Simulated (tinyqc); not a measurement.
Worked calculation: Born-Oppenheimer dynamics on the UHF/sto-6g surface (energies and gradients from PySCF), for BeH, spin multiplicity 2. Computed by tinyqc, a small Python program that keeps every step (integrals from PySCF). Settings: charge = 0, multiplicity = 2, basis = sto-6g, time step (fs) = 0.2, steps = 16. Command: `OMP_NUM_THREADS=1 python tinyqc.py 20337 20338 out.jsonl` (the two numbers bound the seeds that draw the settings). One thread of a shared host (Intel(R) Xeon(R) Processor @ 2.60GHz), about 2 s of CPU time with the checks.

## Velocity Verlet step 1

positions (bohr), order 1Be, 2H:
```
[[0.0000, 0.0000, 0.0000],
 [0.0000, 0.0000, 2.6475]]
```

velocities (bohr per atomic time unit), order 1Be, 2H:
```
[[-0.0000476, 0.0001404, -0.0002149],
 [0.0004254, -0.0012556, 0.0019221]]
```

gradient (hartree/bohr), order 1Be, 2H:
```
[[0.000000, 0.000000, -0.037652],
 [0.000000, 0.000000, 0.037652]]
```

masses (electron masses): [16428.2028, 1837.1526]

gradient after step 1 (hartree/bohr), order 1Be, 2H:
```
[[-0.000059, 0.000174, -0.040180],
 [0.000059, -0.000174, 0.040180]]
```

dt = 0.2 fs = 8.2683 atomic units; x' = x + v dt - g dt^2 / (2m); after the new gradient g', v' = v - (g + g') dt / (2m).

positions after step 1 (bohr), order 1Be, 2H:
```
[[-0.0004, 0.0012, -0.0017],
 [0.0035, -0.0104, 2.6627]]
```

velocities after step 1 (bohr per atomic time unit), order 1Be, 2H:
```
[[-0.0000476, 0.0001404, -0.0001954],
 [0.0004253, -0.0012552, 0.0017469]]
```

## Velocity Verlet step 2

gradient after step 2 (hartree/bohr), order 1Be, 2H:
```
[[-0.000124, 0.000365, -0.042391],
 [0.000124, -0.000365, 0.042391]]
```

As before.

positions after step 2 (bohr), order 1Be, 2H:
```
[[-0.0008, 0.0023, -0.0032],
 [0.0070, -0.0208, 2.6764]]
```

velocities after step 2 (bohr per atomic time unit), order 1Be, 2H:
```
[[-0.0000475, 0.0001402, -0.0001746],
 [0.0004249, -0.0012540, 0.0015611]]
```

## Energy conservation

The total energy should stay constant up to terms of order dt^2; the step counts as short enough if it moves by less than 2 % of the largest kinetic energy.

Trajectory:
```
time (fs)  1Be-2H (angstrom)  potential (hartree)  kinetic (hartree)  total (hartree)
0.0000                1.4010           -15.090870           0.005568       -15.085302
0.2000                1.4100           -15.090211           0.004911       -15.085301
0.4000                1.4181           -15.089579           0.004279       -15.085300
0.6000                1.4253           -15.088989           0.003690       -15.085299
0.8000                1.4315           -15.088455           0.003157       -15.085298
1.0000                1.4368           -15.087990           0.002693       -15.085297
1.2000                1.4411           -15.087604           0.002307       -15.085297
1.4000                1.4443           -15.087305           0.002009       -15.085296
1.6000                1.4465           -15.087100           0.001804       -15.085296
1.8000                1.4477           -15.086993           0.001697       -15.085296
2.0000                1.4477           -15.086986           0.001690       -15.085296
2.2000                1.4467           -15.087079           0.001783       -15.085296
2.4000                1.4447           -15.087271           0.001975       -15.085296
2.6000                1.4416           -15.087558           0.002261       -15.085297
2.8000                1.4374           -15.087932           0.002635       -15.085297
3.0000                1.4323           -15.088387           0.003089       -15.085298
3.2000                1.4262           -15.088912           0.003614       -15.085299
```

The total energy moves within 5.8e-06 hartree, under 2 % of the largest kinetic energy.
